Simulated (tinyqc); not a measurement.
Inside a calculation: Stoner model of a band ferromagnet. Values are carried at full precision from step to step, so a last printed digit may differ when a step is redone from the rounded ones.

Density of states per atom and spin: flat with a rise to the top, D(e) = (M/W) [1 - sp + 4 sp (e/W + 1/2)^3]. Levels e -/+ I m/2 for up and down spin, m = n_up - n_down, n_up + n_down = nd. At zero temperature e(N) is the energy below which N states lie, and E(m) = sum over spins of integral e D de - I m^2/4.

Values chosen for the exercise: W = 4.1 eV (band width, e from -W/2 to W/2); M = 5 (states per atom and spin); nd = 9.11 (electrons per atom); sp = 0.61 (shape parameter); I = 0.4 eV (Stoner parameter).

## The paramagnetic state and the Stoner criterion

Find EF from nd/2 states per spin, D(EF) and the product I D(EF); below 1 the susceptibility is enhanced by 1/(1 - I D).

EF = 1.9155 eV
D(EF) = 3.1678 1/eV
I D(EF) = 1.2671

The paramagnet is unstable.

## Energy against moment

Tabulate the splitting that the band needs, e(n_up) - e(n_down), against I m, and E(m) - E(0), at nine moments up to saturation m_max = min(nd, 2M - nd).

Energy curve:
```
m      e(n_up) (eV)  e(n_down) (eV)  difference (eV)  I m (eV)  E - E(0) (meV)
0.000        1.9155          1.9155           0.0000    0.0000             0.0
0.111        1.9329          1.8978           0.0351    0.0445            -0.3
0.223        1.9502          1.8800           0.0703    0.0890            -1.0
0.334        1.9673          1.8619           0.1054    0.1335            -2.3
0.445        1.9842          1.8436           0.1406    0.1780            -4.2
0.556        2.0009          1.8251           0.1758    0.2225            -6.5
0.667        2.0174          1.8064           0.2111    0.2670            -9.4
0.779        2.0338          1.7874           0.2464    0.3115           -12.7
0.890        2.0500          1.7682           0.2818    0.3560           -16.6
```

dE/dm is half of (difference - I m), so E falls wherever I m exceeds the difference.

## The ground state

Take the lowest of E(0), the stationary points e(n_up) - e(n_down) = I m, and saturation.

m = 0.890 muB
exchange splitting I m = 0.356 eV
E - E(0) = -16.6 meV

n_up, n_down: [5.000, 4.110]

The moment is saturated (a strong ferromagnet): the majority band is full.

## Checks

- States in the band over M against 1: both 1.000000.

Program tinyqc; command `OMP_NUM_THREADS=1 python tinyqc.py 1652128 1652129 out.jsonl`; about 0.3 s on one thread of a shared Intel(R) Xeon(R) Processor @ 2.30GHz.
